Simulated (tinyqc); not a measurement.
How far the series holds: five-level k.p model folded onto the conduction band.

For k along z and one spin sector the level c couples to four states. With c0 = hbar^2/2m0, P = sqrt(Ep c0), P2 = sqrt(Ep2 c0): diagonal Eg + (1 + Cm) c0 k^2 for c, and 0, -Dso, E7 + D2, E7 for lh, so, G8 up, G7 up (their own dispersion is left out); couplings of c: sqrt(2/3) P k to lh, sqrt(1/3) P k to so, sqrt(2/3) P2 k to G8 up, sqrt(1/3) P2 k to G7 up (phases chosen real).

Expanding E = H_cc + S(E) about Eg in powers of k^2, with s_n = sum_j H_cj^2/(Eg - H_jj)^n: order k^2: e2 = (1 + Cm) c0 k^2 + s1; order k^4: e4 = -s2 e2; order k^6: e6 = s3 e2^2 + s2^2 e2.

Constants: hbar^2/2m0 = 3.80998211 eV angstrom^2.

Parameters, chosen for this exercise (near those of GaAs; not measured data): Eg = 1.532 eV (gap at Gamma to the s-like level); Dso = 0.344 eV (spin-orbit splitting); Ep = 25 eV (Kane energy); E7 = 4.46 eV (upper Gamma7 conduction level, from the valence top); D2 = 0.16 eV (its spin-orbit splitting, Gamma8 above Gamma7); Ep2 = 6 eV (Kane energy to the upper levels); Cm = 0.9 (remote term in 1/m).

Energies from Eg; Pk/Eg measures the coupling.

Levels (eV):
```
k (1/angstrom),Pk/Eg,to k^2,to k^4,to k^6,exact
0.0235,0.150,0.0321,0.0314,0.0314,0.0314
0.0538,0.343,0.1681,0.1493,0.1532,0.1524
0.0841,0.536,0.4107,0.2987,0.3551,0.3337
0.1144,0.729,0.7600,0.3764,0.7337,0.5459
0.1446,0.921,1.2143,0.2352,1.6921,0.7684
0.1749,1.114,1.7765,-0.3192,4.2429,0.9888
0.2052,1.307,2.4453,-1.5254,10.3730,1.1958
0.2355,1.500,3.2208,-3.6677,23.5199,1.3819
```

Within 2 % of the exact level stay: the k^2 term in no row, the sum to k^4 up to Pk/Eg = 0.15, the sum to k^6 up to Pk/Eg = 0.34. In the last row the errors are +1839, -5050 and +22138 meV: higher orders make it worse, since the series in k^2 converges only for Pk below about Eg/2 in the two-level limit E = Eg/2 + sqrt(Eg^2/4 + P^2 k^2).

Program tinyqc; command `OMP_NUM_THREADS=1 python tinyqc.py 1081158 1081159 out.jsonl`; about 0.01 s on one thread of a shared Intel(R) Xeon(R) Processor @ 2.30GHz.
